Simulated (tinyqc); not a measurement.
Worked calculation: six-band Luttinger-Kohn model with strain. Values are carried at full precision from step to step, so a last printed digit may differ when a step is redone from the rounded ones.

Constants: hbar^2/2m0 = 3.80998211 eV angstrom^2.

Values chosen for the exercise (near those of GaAs; not measured data): C11 = 126.4 GPa; C12 = 58.9 GPa; C44 = 61.7 GPa; load = uniaxial [111] (kind of stress); X = 1.45 GPa (stress); Dso = 0.36 eV (spin-orbit splitting); g1 = 6.95 (Luttinger gamma1); g2 = 2.04 (gamma2); g3 = 2.96 (gamma3); av = 1.14 eV (valence hydrostatic potential); b = -1.88 eV (tetragonal shear potential); d = -4.88 eV (trigonal shear potential); k = (0.033, 0.005, 0) 1/angstrom (wave vector); kmax = 0.08 1/angstrom (end of the path).

## Strain from a uniaxial [111] stress

s11 = (C11 + C12)/((C11 - C12)(C11 + 2 C12)), s12 = -C12/((C11 - C12)(C11 + 2 C12)), s44 = 1/C44; exx = s11 sxx + s12 (syy + szz) and cyclic, exy = s44 sxy/2; tension is positive. A uniaxial stress X along the unit vector n is s_ij = X n_i n_j.

s11, s12, s44 (1/TPa): [11.2415, -3.5733, 16.2075]

strain tensor, rows x, y, z and columns alike:
$$\begin{pmatrix}
0.001979 & 0.003917 & 0.003917 \\
0.003917 & 0.001979 & 0.003917 \\
0.003917 & 0.003917 & 0.001979
\end{pmatrix}$$

The volume changes by +0.594 %; there is shear in the cubic axes, so d enters.

## The terms P, Q, R, S at one k

P = c g1 k^2 - av tr(e); Q = c g2 (kx^2 + ky^2 - 2 kz^2) - (b/2)(exx + eyy - 2 ezz); R = c sqrt3 [-g2 (kx^2 - ky^2) + 2i g3 kx ky] + (sqrt3/2) b (exx - eyy) - i d exy; S = 2 c sqrt3 g3 (kx - i ky) kz - d (exz - i eyz); c = hbar^2/2m0, e the strain tensor (not engineering shear).

Form the four terms.

Terms (eV):
```
term             from k       from strain
P               0.02950          -0.00677
Q               0.00866           0.00000
R     -0.01432+0.00645i          0.01911i
S               0.00000  0.01911-0.01911i
```

## The Hamiltonian

Six-band Luttinger-Kohn model in the basis |3/2,3/2>, |3/2,1/2>, |3/2,-1/2>, |3/2,-3/2>, |1/2,1/2>, |1/2,-1/2>, electron energies, zero at the top of the unstrained valence band. H = -[rows: (P+Q, -S, R, 0, -S/r2, r2 R); (-S*, P-Q, 0, R, -r2 Q, r32 S); (R*, 0, P-Q, S, r32 S*, r2 Q); (0, R*, S*, P+Q, -r2 R*, -S*/r2); (-S*/r2, -r2 Q, r32 S, -r2 R, P+Dso, 0); (r2 R*, r32 S*, r2 Q, -S/r2, 0, P+Dso)], r2 = sqrt(2), r32 = sqrt(3/2). Levels are twofold.

Each term is the sum of its two parts.

H(k) (eV), rows 3/2,3/2, 3/2,1/2, 3/2,-1/2, 3/2,-3/2, 1/2,1/2, 1/2,-1/2 and columns alike:
$$\begin{pmatrix}
-0.0314 & 0.0191-0.0191i & 0.0143-0.0256i & 0 & 0.0135-0.0135i & 0.0203-0.0361i \\
0.0191+0.0191i & -0.0141 & 0 & 0.0143-0.0256i & 0.0122 & -0.0234+0.0234i \\
0.0143+0.0256i & 0 & -0.0141 & -0.0191+0.0191i & -0.0234-0.0234i & -0.0122 \\
0 & 0.0143+0.0256i & -0.0191-0.0191i & -0.0314 & -0.0203-0.0361i & 0.0135+0.0135i \\
0.0135+0.0135i & 0.0122 & -0.0234+0.0234i & -0.0203+0.0361i & -0.3827 & 0 \\
0.0203+0.0361i & -0.0234-0.0234i & -0.0122 & 0.0135-0.0135i & 0 & -0.3827
\end{pmatrix}$$

## Levels and their make-up

Diagonalise H. The weights add +m and -m and are averaged over each pair; m is taken along z.

levels from the top, each twofold (eV): [0.0186, -0.0540, -0.3927]

weights, rows |3/2,+-3/2>, |3/2,+-1/2>, |1/2,+-1/2>; columns top, second, third:
$$\begin{pmatrix}
0.397 & 0.585 & 0.018 \\
0.602 & 0.387 & 0.011 \\
0.001 & 0.028 & 0.971
\end{pmatrix}$$

The top pair is 60 % |3/2,+-1/2>, the second pair is 58 % |3/2,+-3/2> and the third pair is 97 % |1/2,+-1/2>.

## Band edges at k = 0
Diagonalise H at k = 0. The weights add +m and -m (m along z) and are averaged over each pair.

edges from the top (eV): [0.0399, -0.0198, -0.3598]

weights at k = 0, rows |3/2,+-3/2>, |3/2,+-1/2>, |1/2,+-1/2>; columns top, second, third:
$$\begin{pmatrix}
0.500 & 0.490 & 0.010 \\
0.500 & 0.490 & 0.010 \\
0.000 & 0.019 & 0.981
\end{pmatrix}$$

The stress splits the top two pairs by 59.6 meV, 2.31 times kT at 300 K (25.85 meV); the third lies 399.7 meV below the top, against Dso = 360 meV without stress.

## Polarisation of the edge transitions

In the basis X, Y, Z times spin, H(k = 0) has -Dso/3 + l exx + m (eyy + ezz) on the diagonal (cyclic) and n exy off it, l = av + 2 b, m = av - b, n = sqrt(3) d. Spin-orbit term (Dso/3) L.sigma on X, Y, Z with (L_k)_ij = -i epsilon_kij: <X+|H|Y+> = -i Dso/3, <X+|H|Z-> = Dso/3, <Y+|H|Z-> = -i Dso/3, <Z+|H|X-> = -Dso/3, <Z+|H|Y-> = i Dso/3, <X-|H|Y-> = i Dso/3, and their conjugates; + and - are the spin along z. The strength of a transition to an s-like conduction level for light polarised along the unit vector u is the weight of the orbital ux X + uy Y + uz Z in the valence state, summed over spin and averaged over the pair.

strain block of X, Y, Z (eV), rows X, Y, Z and columns alike:
$$\begin{pmatrix}
0.00677 & -0.03311 & -0.03311 \\
-0.03311 & 0.00677 & -0.03311 \\
-0.03311 & -0.03311 & 0.00677
\end{pmatrix}$$

Relative strengths:
```
polarisation    top  second  third
[100]         0.333   0.333  0.333
[010]         0.333   0.333  0.333
[001]         0.333   0.333  0.333
[110]         0.167   0.432  0.401
[1-10]        0.500   0.235  0.265
[111]         0.000   0.530  0.470
```

The top pair is strongest for light along [1-10] (0.500) and weakest along [111] (0.000); without strain every direction has 1/3 on average over the fourfold top. For each polarisation the three pairs add up to 1.

## Hole masses at the edges

Curvature at k = 0: m/m0 = -2 c h^2/(E(h u) + E(-h u) - 2 E(0)) with h = 0.0002 1/angstrom along the unit vector u.

Hole masses (m0):
```
direction    top  second  third
[110]      0.251   0.115  0.123
[1-10]     0.101   0.192  0.174
[100]      0.144   0.144  0.144
[001]      0.144   0.144  0.144
```

Of the directions listed, the top pair is lightest along [1-10] (0.101) and heaviest along [110] (0.251). These masses hold only for hole energies well below the splitting of 60 meV.

## Bands along [110] and [001]

Six points from 0 to kmax in each direction.

Levels (eV):
```
direction  |k| (1/angstrom)      top   second    third  top, no stress  second, no stress
[110]                 0.000   0.0399  -0.0198  -0.3598          0.0000             0.0000
[110]                 0.016   0.0363  -0.0284  -0.3679         -0.0014            -0.0120
[110]                 0.032   0.0285  -0.0550  -0.3945         -0.0055            -0.0461
[110]                 0.048   0.0196  -0.0966  -0.4458         -0.0120            -0.0958
[110]                 0.064   0.0105  -0.1442  -0.5314         -0.0205            -0.1508
[110]                 0.080   0.0009  -0.1903  -0.6586         -0.0304            -0.2018
[001]                 0.000   0.0399  -0.0198  -0.3598          0.0000             0.0000
[001]                 0.016   0.0334  -0.0268  -0.3667         -0.0028            -0.0107
[001]                 0.032   0.0171  -0.0498  -0.3884         -0.0112            -0.0416
[001]                 0.048  -0.0036  -0.0908  -0.4284         -0.0252            -0.0891
[001]                 0.064  -0.0271  -0.1450  -0.4929         -0.0448            -0.1469
[001]                 0.080  -0.0545  -0.2042  -0.5895         -0.0700            -0.2075
```

## Checks

- Levels against the same model in the basis X, Y, Z times spin: they agree to 1e-10 or better.

(tinyqc, `OMP_NUM_THREADS=1 python tinyqc.py 1080093 1080094 out.jsonl`, Intel(R) Xeon(R) Processor @ 2.30GHz, 1 thread, shared host, about 0.2 s.)
